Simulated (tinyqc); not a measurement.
# Small-signal admittance of a forward-biased p+-n diode: effect of the hole lifetime

Holes injected into a neutral base of width wb with an ohmic contact at its end; low injection, p0 far above the equilibrium density. A small voltage v exp(i w t), w = 2 pi f, modulates the edge density by p0 v/Vt, and the small-signal density obeys Dp d2p/dx2 = (1/tau + i w) p.

L = sqrt(Dp tau); direct current J = (q Dp p0/L) coth(wb/L); k = sqrt(1 + i w tau)/L; diffusion admittance Y = (q Dp p0/Vt) k coth(k wb) = G + i w C_diff; junction capacitance C_j = sqrt(q eps0 eps_r Nd/(2 Vr)) in the depletion approximation, with the remaining barrier Vr = Vt ln(Na/p0), a rough value under forward bias; base-width modulation is left out. Measured admittance 1/[Rs + 1/(Y + i w C_j)].

Parameters, values chosen for the exercise; permittivity close to that of silicon:
```
symbol,value,unit,meaning
T,275,K,temperature
eps_r,11.7,,relative permittivity
Nd,1.9e17,cm^-3,donor density of the base
Dp,9.8,cm^2/s,hole diffusion coefficient
wb,8.8,um,width of the neutral base
p0,1.6e14,cm^-3,excess hole density at the junction edge
Na,1e19,cm^-3,acceptor density of the p+ side
Rs,0.0002,ohm cm^2,series resistance
f,2.4e6,Hz,signal frequency
```

Constants: q = 1.602176634e-19 C, kB = 1.380649e-23 J/K, Vt = kB T/q, eps0 = 8.8541878128e-14 F/cm where lengths are in cm. Results are converted to the units shown.

The same in every row: C_j (uF/cm^2) = 0.2455.

Effect of the hole lifetime:

| tau (s) | w tau | G (S/cm^2) | C_diff (uF/cm^2) | measured G (S/cm^2) | measured C (uF/cm^2) | phase of the measured Y (degrees) |
|---|---|---|---|---|---|---|
| 4e-10 | 0.006032 | 169.3 | 0.03386 | 163.8 | 0.2613 | 1.378 |
| 2e-9 | 0.03016 | 75.73 | 0.07571 | 74.61 | 0.3117 | 3.605 |
| 9e-9 | 0.1357 | 35.96 | 0.1561 | 35.71 | 0.3959 | 9.492 |
| 4e-8 | 0.6032 | 19.33 | 0.2510 | 19.26 | 0.4926 | 21.09 |
| 2e-7 | 3.016 | 13.93 | 0.2991 | 13.90 | 0.5415 | 30.43 |
| 9e-7 | 13.57 | 12.76 | 0.3109 | 12.74 | 0.5536 | 33.22 |
| 4e-6 | 60.32 | 12.50 | 0.3137 | 12.48 | 0.5564 | 33.91 |

As tau goes from 4e-10 to 4e-6, G falls from 169 to 12.5 S/cm^2, C_diff rises from 0.0339 to 0.314 uF/cm^2 and the measured C rises from 0.261 to 0.556 uF/cm^2. C_diff exceeds C_j for tau = 4e-8, 2e-7, 9e-7, 4e-6.

Program tinyqc, `OMP_NUM_THREADS=1 python tinyqc.py 2890125 2890126 out.jsonl`; Intel Xeon 2.30GHz, shared host, one thread, about 0.01 s.
